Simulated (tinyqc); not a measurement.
p-n heterojunction, non-linear Poisson equation by Newton steps, Fermi-Dirac statistics: two steps of the calculation.

One dimension, material 1 (p-type) at x < 0 and material 2 (n-type) at x > 0. Band edges: Ec = -psi in material 1 and -psi + dEc in material 2, Ev = Ec - Eg. Flat quasi-Fermi levels: 0 for holes, +V for electrons. n = Nc F((EFn - Ec)/Vt), p = Nv F((Ev - EFp)/Vt), with F(eta) = F_1/2(eta) = (2/sqrt(pi)) int_0^infinity sqrt(u) du/(1 + exp(u - eta)) (Fermi-Dirac statistics); full ionisation, no interface charge, classical densities; the doping types are chosen for the exercise.

Inputs (values chosen for the exercise); band and dielectric values those of a made-up pair:
```
symbol,value,unit,meaning
T,300,K,temperature
Eg1,1.1,eV,band gap of material 1
Nc1,2.03e19,cm^-3,conduction-band density of states of material 1
Nv1,1.05e19,cm^-3,valence-band density of states of material 1
Eg2,0.984,eV,band gap of material 2
Nc2,2.78e19,cm^-3,conduction-band density of states of material 2
Nv2,2.65e19,cm^-3,valence-band density of states of material 2
dEc,0.02,eV,conduction-band offset Ec2 - Ec1
N1,8.8e16,cm^-3,acceptor density of material 1
N2,1.5e18,cm^-3,donor density of material 2
V,0.24,V,bias of side 1 against side 2
```

Constants: q = 1.602176634e-19 C, kB = 1.380649e-23 J/K, Vt = kB T/q. Results are converted to the units shown.

Problem 1. Newton step. Solve the tridiagonal system a_(i-1) d_(i-1) + b_i d_i + a_i d_(i+1) = -F_i for nodes 1 to 11, with d = 0 on fixed nodes. The full step is added.

coupling a_i, interval 0 to 11 (F/cm^2): [8.5402095e-8, 1.8554230e-7, 3.9873164e-7, 8.6444332e-7, 1.8611585e-6, 3.6953351e-6, 2.9095915e-6, 2.4630355e-6, 2.0960934e-6, 1.7708376e-6, 1.5104203e-6, 1.2838572e-6]
diagonal b, node 1 to 11 (F/cm^2): [-2.7114160e-7, -6.1299405e-7, -1.4653513e-6, -3.0528709e-6, -5.8281780e-6, -6.7601950e-6, -5.6240536e-6, -4.9897523e-6, -4.6550457e-6, -4.8395046e-6, -6.1423942e-6]
residual F, node 1 to 11 (C/cm^2): [-1.4515500e-7, -6.7783963e-8, -3.6337793e-8, -2.2849332e-8, -1.5935947e-8, 7.2550827e-8, 8.6017098e-8, 9.7833858e-8, 1.0813857e-7, 1.1091647e-7, 9.0475538e-8]
psi at the start, node 0 to 12 (V): [-0.97645766, -0.64817685, -0.49707455, -0.42676192, -0.39432964, -0.37926597, -0.37228128, -0.36406261, -0.35435388, -0.34294554, -0.32944179, -0.31360981, -0.29498395]

Find: Newton step d; psi after iteration 1.

Solution 1.

Newton step d, node 1 to 11 (V): [-0.87552, -0.49711, -0.18684, -0.04538, 0.02462, 0.06600, 0.09714, 0.10891, 0.09845, 0.06882, 0.03165]
psi after iteration 1, node 0 to 12 (V): [-0.9765, -1.5237, -0.9942, -0.6136, -0.4397, -0.3546, -0.3063, -0.2669, -0.2454, -0.2445, -0.2606, -0.2820, -0.2950]

Problem 2. Band edges, densities and displacement. Ec, Ev, n and p as defined; D = a_k (psi_(k+1) - psi_k) on the interval that holds the interface.

x, node 0 to 12 (nm): [-258, -117, -52.1, -21.9, -7.97, -1.5, 1.5, 5.03, 9.2, 14.1, 19.9, 26.7, 34.7]
converged psi, node 0 to 12 (V): [-0.97645766, -0.97153028, -0.83383532, -0.60230233, -0.45951080, -0.38509622, -0.34429081, -0.31536434, -0.30150507, -0.29664251, -0.29531948, -0.29503708, -0.29498395]
material, node 0 to 12: [1, 1, 1, 1, 1, 1, 2, 2, 2, 2, 2, 2, 2]
coupling a_i, interval 0 to 11 (F/cm^2): [8.5402095e-8, 1.8554230e-7, 3.9873164e-7, 8.6444332e-7, 1.8611585e-6, 3.6953351e-6, 2.9095915e-6, 2.4630355e-6, 2.0960934e-6, 1.7708376e-6, 1.5104203e-6, 1.2838572e-6]

Find: Ec; Ev; n; p; D.

Solution 2.

Ec, node 0 to 12 (eV): [0.9765, 0.9715, 0.8338, 0.6023, 0.4595, 0.3851, 0.3643, 0.3354, 0.3215, 0.3166, 0.3153, 0.3150, 0.3150]
Ev, node 0 to 12 (eV): [-0.1235, -0.1285, -0.2662, -0.4977, -0.6405, -0.7149, -0.6197, -0.6486, -0.6625, -0.6674, -0.6687, -0.6690, -0.6690]
n, node 0 to 12 (cm^-3): [8.621e6, 1.043e7, 2.145e9, 1.664e13, 4.167e15, 7.403e16, 2.264e17, 6.890e17, 1.170e18, 1.408e18, 1.481e18, 1.497e18, 1.500e18]
p, node 0 to 12 (cm^-3): [8.800e16, 7.277e16, 3.547e14, 4.573e10, 1.826e8, 1.026e7, 1.029e9, 3.362e8, 1.967e8, 1.630e8, 1.548e8, 1.532e8, 1.529e8]
D = 150.8 nC/cm^2

Program tinyqc, `OMP_NUM_THREADS=1 python tinyqc.py 2040010 2040011 out.jsonl`; Intel Xeon 2.30GHz, shared host, one thread, about 0.1 s.
